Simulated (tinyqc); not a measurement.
Avalanche multiplication and breakdown of a junction from ionisation integrals: one step, computed by the program tinyqc.

Ionisation coefficients follow the local field. Position x runs through the depletion layer from the p side (x = 0), where electrons enter, to the n side (x = w), where holes enter. The built-in voltage is neglected.

Task: On-resistance of the drift layer. R_on = w/(e mu N) with w the width at breakdown; figure of merit V_B^2/R_on; for a triangular field it equals eps eps_0 mu F_m^3/4.

Inputs (values chosen for the exercise, modelled on 4H-SiC): permittivity eps = 9.7; drift-layer mobility mu = 110 cm^2/(V s); doping N of the lightly doped side = 5.9e+16 1/cm^3.

Junction: one-sided abrupt n+p.

width at breakdown = 2.791688 micrometre

breakdown voltage = 428.8899 V

critical field F_m = 3.072620 MV/cm

Constants: e = 1.602176634e-19 C; eps_0 = 8.8541878128e-12 F/m.

Give: specific on-resistance; V_B^2/R_on; eps eps_0 mu F_m^3/4.

Result:

specific on-resistance = 0.2685 milliohm cm^2

V_B^2/R_on = 685.1 MW/cm^2

eps eps_0 mu F_m^3/4 = 685.1 MW/cm^2
